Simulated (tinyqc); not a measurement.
FinFET, parasitic resistance, capacitance and delay: one step of the calculation.

Nf fins under one contact; each has gated perimeter p = 2 Hf + Wf and cross-section A = Hf Wf; contact width Wc = Nf pf, stack height Hs = Hf. Contact length Lc = CPP - Lg - 2 Lsp, shared by two neighbouring gates. Source and drain sides are equal. The formulas are first-order estimates, not field solutions.

Question. Effective current, delay and energy. Ieff = (IH + IL)/2, delay CL Vdd/(2 Ieff), energy CL Vdd^2, with CL the load of an inverter that drives an equal one.

Values chosen for this exercise:
```
symbol  value  unit         meaning
Vdd      0.75     V  supply voltage
```

IH = I(Vdd, Vdd/2) = 282.74934 uA
IL = I(Vdd/2, Vdd), solved likewise = 82.870581 uA
CL = 552.15236 aF

Wanted: Ieff; delay; energy.

Answer.

Ieff = 182.8 uA
delay = 1.133 ps
energy = 310.6 aJ

Program tinyqc, `OMP_NUM_THREADS=1 python tinyqc.py 2170091 2170092 out.jsonl`; Intel Xeon 2.30GHz, shared host, one thread, about 0.04 s.
